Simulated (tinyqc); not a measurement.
Free and trapped electrons in a MOS channel with a dense trap tail: two steps of the calculation.

p-type body, charge-sheet picture, full ionisation (an idealisation for deep acceptors), Boltzmann statistics for free electrons. e = Ec - EF at the surface. Acceptor-like traps of density D(E) = D0 + De exp(-E/Ew) at depth E below Ec, from 0 to Eu, hold n_t = integral of D(E)/(1 + exp((e - E)/Vt)). psi = Eg - Vt ln(Nv/Na) - e; N_dep = sqrt(2 eps0 eps_r Na (psi - Vt)/q); n_f = sqrt(N_dep^2 + 2 eps0 eps_r Vt Nc exp(-e/Vt)/q) - N_dep; Vg = Vfb + psi + q (N_dep + n_t + n_f)/Cox, Cox = eps0 eox/tox.

Values chosen for this exercise; band and dielectric values close to those of 4H silicon carbide: temperature T = 300 K; band gap Eg = 3.28 eV; relative permittivity eps_r = 9.66; conduction-band density of states at T Nc = 1.72e19 cm^-3; valence-band density of states at T Nv = 2.48e19 cm^-3; relative permittivity of the insulator eox = 3.9; insulator thickness tox = 54 nm; acceptor density Na = 8.4e16 cm^-3; flat-band voltage without trapped charge Vfb = -2.82 V; constant background density of acceptor-like traps D0 = 1.3e11 cm^-2 eV^-1; density of the tail at the conduction edge De = 9.5e12 cm^-2 eV^-1; decay energy of the tail Ew = 0.1 eV; depth below Ec down to which the traps reach Eu = 0.62 eV; mobility of free electrons mf = 230 cm^2/(V s); Ec - EF at the surface e = 0.077 eV.

Constants: q = 1.602176634e-19 C, kB = 1.380649e-23 J/K, Vt = kB T/q, eps0 = 8.8541878128e-14 F/cm where lengths are in cm. Results are converted to the units shown.

Problem 1. Trapped charge. Trapezoid rule on 13 equal steps from 0 to Eu, f = 1/(1 + exp((e - E)/Vt)).

Find: E; D(E) f; n_t.

Solution 1.

| point | E (eV) | D(E) f (cm^-2 eV^-1) |
|---|---|---|
| 0 | 0 | 4.662e11 |
| 1 | 0.04769 | 1.467e12 |
| 2 | 0.09538 | 2.542e12 |
| 3 | 0.1431 | 2.229e12 |
| 4 | 0.1908 | 1.521e12 |
| 5 | 0.2385 | 1.003e12 |
| 6 | 0.2862 | 6.730e11 |
| 7 | 0.3338 | 4.671e11 |
| 8 | 0.3815 | 3.393e11 |
| 9 | 0.4292 | 2.599e11 |
| 10 | 0.4769 | 2.106e11 |
| 11 | 0.5246 | 1.800e11 |
| 12 | 0.5723 | 1.611e11 |
| 13 | 0.6200 | 1.493e11 |

n_t = 5.418e11 cm^-2

Problem 2. Charges and gate voltage. psi, N_dep, n_f and Vg as defined, with the n_t given; free share n_f/(n_f + n_t); apparent mobility mf n_f/(n_f + n_t); gate voltage spent on traps q n_t/Cox.

n_t = 5.4184078e11 cm^-2

Give: psi; N_dep; n_f; Vg; free share; apparent mobility; gate voltage spent on traps.

Solution 2.

psi = 3.0560 V
N_dep = 1.6485e12 cm^-2
n_f = 7.1690e10 cm^-2
Vg = 5.9035 V
free share = 11.685 %
apparent mobility = 26.875 cm^2/(V s)
gate voltage spent on traps = 1.3576 V

Computed by the program tinyqc: `OMP_NUM_THREADS=1 python tinyqc.py 2222089 2222090 out.jsonl`, one thread of a shared Intel Xeon 2.30GHz, about 0.02 s for the whole run.
